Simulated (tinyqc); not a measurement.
Wafer bonding and layer transfer: bond energy, gap closing, particles, bonding of dissimilar wafers and hydrogen blisters: one step, computed by the program tinyqc. Command: `OMP_NUM_THREADS=1 python tinyqc.py 3020333 3020334 out.jsonl bond walk`. One thread of a shared host (Intel(R) Xeon(R) Processor @ 2.30GHz), about 0.01 s of CPU time with the checks.

gamma is the energy per area of each of the two surfaces; plates are isotropic.

Task: Does a shallow gap close? E' = E1/(1 - nu^2), equal wafers of thickness t1 assumed. A gap of radius R closes if h_g < h_c: h_c = R^2/sqrt((2/3) E' t1^3/gamma) for R > 2 t1 (plate bending), h_c = 3.6 sqrt(R gamma/E') for R < 2 t1 (local deformation).

Inputs (values chosen for the exercise, for model wafers):

| quantity | value | unit |
|---|---|---|
| Young's modulus E1 | 165 | GPa |
| Poisson ratio nu | 0.28 | - |
| thickness t1 | 625 | micrometre |
| radius of a shallow gap R | 2.4 | mm |
| half height of the gap h_g | 34 | nm |

bond energy gamma = 0.08362187 J/m^2

Give: closable height h_c; h_g/h_c.

Result:

closable height h_c = 308.6 nm

h_g/h_c = 0.1102

The gap closes.
